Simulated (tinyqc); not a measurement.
Comparisons within one model: propagation of a band-gap error through k.p and effective-mass formulas. A value that a table varies takes the place of the one given here.

Chain, for a gap E (the reference Eg or another value), with Ep and Dso kept: 1/me = 1 + Ep (E + 2 Dso/3)/(E (E + Dso)); g* = 2 - 2 Ep Dso/(3 E (E + Dso)); g1(E) = g1 + (Ep/3)(1/E - 1/Eg), g2(E) = g2 + (Ep/6)(1/E - 1/Eg), light hole 1/(g1 + 2 g2), heavy hole 1/(g1 - 2 g2) along [100]; optical constant ei(E) = 1 + (ei - 1)(EP/(EP + E - Eg))^2, static e0(E) = ei(E) + e0 - ei.

Donor: R = Ry me/e0^2, a_B = a0 e0/me, Mott density (0.26/a_B)^3. Nc, Nv = 2 (m kT/(4 pi c))^(3/2), c = hbar^2/2m0, ni = sqrt(Nc Nv) exp(-E/2kT). Exciton: Ry mu/e0^2 with 1/mu = 1/me + g1(E). 1 angstrom^-3 = 1e24 cm^-3.

Constants: Ry = 13.60569312 eV; a0 (Bohr radius) = 0.5291772105 angstrom; kB = 8.617333262e-05 eV/K; hbar^2/2m0 = 3.80998211 eV angstrom^2.

Parameters, chosen for this exercise (reference values near those of GaSb, gap at low temperature; shifted at random, so the results belong to these values and not to a real crystal):
- Eg = 0.802 eV (gap at Gamma to the s-like level)
- Dso = 0.748 eV (spin-orbit splitting)
- Ep = 26.9 eV (Kane energy)
- g1 = 13.35 (Luttinger gamma1)
- g2 = 4.71 (gamma2)
- e0 = 15.67 (static dielectric constant)
- ei = 14.65 (optical dielectric constant)
- EP = 4.13 eV (mean (Penn) gap)
- mh = 0.38 m0 (density-of-states mass of the holes)
- T = 77 K (temperature)
- Eg2 = 0.313 eV (a wrong gap)

## The size of the error

E = f Eg; ratios against f = 1.

Results:
```
f,E (eV),me ratio,light-hole ratio,e0 ratio,donor ratio,Mott ratio,g*,log10 ni ratio
0.25,0.201,0.292,0.253,1.322,0.167,0.0107,-68.536,19.28
0.40,0.321,0.446,0.404,1.245,0.288,0.0461,-37.123,15.48
0.60,0.481,0.640,0.604,1.153,0.481,0.171,-20.679,10.35
0.80,0.642,0.823,0.803,1.072,0.717,0.453,-13.046,5.19
1.00,0.802,1.000,1.000,1.000,1.000,1.00,-8.791,0.00
1.20,0.962,1.172,1.196,0.936,1.337,1.96,-6.149,-5.20
1.50,1.203,1.422,1.487,0.853,1.955,4.63,-3.715,-13.01
2.00,1.604,1.822,1.965,0.740,3.330,15.0,-1.556,-26.05
```

Between f = 0.8 and 1.2 the mean powers d ln(ratio)/d ln f are 0.87 for me, 0.98 for the light hole, -0.33 for e0, 1.54 for the donor energy and 3.61 for the Mott density; ni moves by -3.24 decades per 0.1 eV, against -0.1 eV/(2 kT ln 10) = -3.27 from the exponential alone, the rest coming from Nc through me^(3/4). g* keeps its sign, from -68.54 to -1.56.

## What each input does

All at E = Eg2. Each row changes one parameter from the base and keeps the others.

Results:
```
case,me (m0),light hole (m0),e0,donor (meV),exciton (meV),log10 ni
base,0.0150,0.0173,19.58,0.532,0.364,6.587
Eg2 = 0.288 eV,0.0139,0.0160,19.83,0.481,0.329,7.381
Dso = 0.688 eV,0.0149,0.0173,19.58,0.528,0.362,6.584
Ep = 24.748 eV,0.0163,0.0182,19.58,0.577,0.390,6.614
g1 = 12.282,0.0150,0.0177,19.58,0.532,0.368,6.587
EP = 3.8 eV,0.0150,0.0173,20.00,0.510,0.349,6.587
ei = 13.478,0.0150,0.0173,19.25,0.550,0.376,6.587
mh = 0.41 m0,0.0150,0.0173,19.58,0.532,0.364,6.612
T = 83.16 K,0.0150,0.0173,19.58,0.532,0.364,7.396
```

The largest shifts from the base row, up to three for each result and ties (the steps differ in size, so this ranks the rows, not the parameters). me (m0): Ep +0.0013, Eg2 -0.0011, Dso -0.0001; unchanged at the printed digits by g1, EP, ei, mh and T. light hole (m0): Eg2 -0.0014, Ep +0.0009, g1 +0.0003; unchanged at the printed digits by Dso, EP, ei, mh and T. e0: EP +0.42, ei -0.34, Eg2 +0.24; unchanged at the printed digits by Dso, Ep, g1, mh and T. donor (meV): Eg2 -0.050, Ep +0.045, EP -0.022; unchanged at the printed digits by g1, mh and T. exciton (meV): Eg2 -0.035, Ep +0.027, EP -0.015; unchanged at the printed digits by mh and T. log10 ni: T +0.809, Eg2 +0.794, Ep +0.027; unchanged at the printed digits by g1, EP and ei.

Run: tinyqc, `OMP_NUM_THREADS=1 python tinyqc.py 1850702 1850703 out.jsonl`; Intel(R) Xeon(R) Processor @ 2.30GHz, one thread, shared host; about 0.01 s of CPU time with all checks.
